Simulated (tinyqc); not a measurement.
Worked calculation: Pariser-Parr-Pople SCF with singles CI, for the molecule c1ccc2cccc-2cc1 (SMILES; centres numbered as the heavy atoms are written). One step of it, computed by the program tinyqc.

Problem. Singles CI, singlets. Over the 4 single excitations with the smallest orbital gaps: A = (e_a - e_i) delta + 2 (ia|jb) - (ij|ab), with (pq|rs) = sum c_mp c_mq gamma_mn c_nr c_ns. f = 2/3 w |mu|^2 in atomic units, mu = sqrt2 sum c_ia sum_m c_mi c_ma R_m.

orbital energies (eV): -15.484202  -13.646991  -12.806759  -10.378436  -9.336916  -2.070595  -1.215079  2.179736  3.216243  3.652859

coefficients:
```
          MO1        MO2        MO3        MO4        MO5        MO6        MO7        MO8
1C   0.307957   0.488898   0.000000   0.333678   0.000000   0.518495   0.000000   0.506984
2C   0.322006   0.373757   0.394033   0.121479  -0.345312  -0.135587   0.450191  -0.436061
3C   0.340764   0.062164   0.477183  -0.261368  -0.112846  -0.434272  -0.397098   0.276941
4C   0.398593  -0.269845   0.281315  -0.320059   0.317271   0.330488  -0.182608  -0.030030
5C   0.236178  -0.324053   0.194671   0.299888   0.517073   0.040198   0.326031  -0.219323
6C   0.190351  -0.343814   0.000000   0.581186   0.000000  -0.309086   0.000000   0.333566
7C   0.236178  -0.324053  -0.194671   0.299888  -0.517073   0.040198  -0.326031  -0.219323
8C   0.398593  -0.269845  -0.281315  -0.320059  -0.317271   0.330488   0.182608  -0.030030
9C   0.340764   0.062164  -0.477183  -0.261368   0.112846  -0.434272   0.397098   0.276941
10C  0.322006   0.373757  -0.394033   0.121479   0.345312  -0.135587  -0.450191  -0.436061

           MO9       MO10
1C   -0.170086   0.000000
2C    0.182557   0.151083
3C   -0.215439  -0.319180
4C    0.236104   0.535589
5C   -0.446719  -0.297393
6C    0.548618   0.000000
7C   -0.446719   0.297393
8C    0.236104  -0.535589
9C   -0.215439   0.319180
10C   0.182557  -0.151083
```

repulsion gamma_rs (eV):
```
            1C         2C         3C         4C         5C         6C         7C         8C
1C   11.130000   7.555349   5.079327   4.233299   3.049299   2.677056   3.049299   4.233299
2C    7.555349  11.130000   7.553271   5.078313   3.592968   2.906029   3.085711   4.233184
3C    5.079327   7.553271  11.130000   7.552663   5.171533   3.755187   3.732715   5.078555
4C    4.233299   5.078313   7.552663  11.130000   7.554850   5.520570   5.519866   7.553862
5C    3.049299   3.592968   5.171533   7.554850  11.130000   7.552804   5.518526   5.519866
6C    2.677056   2.906029   3.755187   5.520570   7.552804  11.130000   7.552804   5.520570
7C    3.049299   3.085711   3.732715   5.519866   5.518526   7.552804  11.130000   7.554850
8C    4.233299   4.233184   5.078555   7.553862   5.519866   5.520570   7.554850  11.130000
9C    5.079327   4.233612   4.233148   5.078555   3.732715   3.755187   5.171533   7.552663
10C   7.555349   5.080158   4.233612   4.233184   3.085711   2.906029   3.592968   5.078313

            9C        10C
1C    5.079327   7.555349
2C    4.233612   5.080158
3C    4.233148   4.233612
4C    5.078555   4.233184
5C    3.732715   3.085711
6C    3.755187   2.906029
7C    5.171533   3.592968
8C    7.552663   5.078313
9C   11.130000   7.553271
10C   7.553271  11.130000
```

Centres (angstrom, eV; a flat drawing with bonds scaled to 1.40 angstrom):

| centre | x | y | core charge z | W | gamma_rr |
|---|---|---|---|---|---|
| 1C | 2.531000 | 0.000000 | 1 | 11.160000 | 11.130000 |
| 2C | 1.924000 | 1.261000 | 1 | 11.160000 | 11.130000 |
| 3C | 0.559000 | 1.573000 | 1 | 11.160000 | 11.130000 |
| 4C | -0.536000 | 0.700000 | 1 | 11.160000 | 11.130000 |
| 5C | -1.867000 | 1.133000 | 1 | 11.160000 | 11.130000 |
| 6C | -2.690000 | 0.000000 | 1 | 11.160000 | 11.130000 |
| 7C | -1.867000 | -1.133000 | 1 | 11.160000 | 11.130000 |
| 8C | -0.536000 | -0.700000 | 1 | 11.160000 | 11.130000 |
| 9C | 0.559000 | -1.573000 | 1 | 11.160000 | 11.130000 |
| 10C | 1.924000 | -1.261000 | 1 | 11.160000 | 11.130000 |

Give: singlet CI matrix; singlet excitation energies; oscillator strengths.

Solution.

singlet CI matrix (eV):
```
        5>6      5>7      4>6     4>7
5>6  2.4137   0.0000   0.0000  0.6938
5>7  0.0000   4.3560  -1.1133  0.0000
4>6  0.0000  -1.1133   4.5135  0.0000
4>7  0.6938   0.0000   0.0000  5.1067
```

singlet excitation energies (eV): 2.2455  3.3187  5.2750  5.5509

oscillator strengths: 0.0291  0.0056  0.6764  2.2762
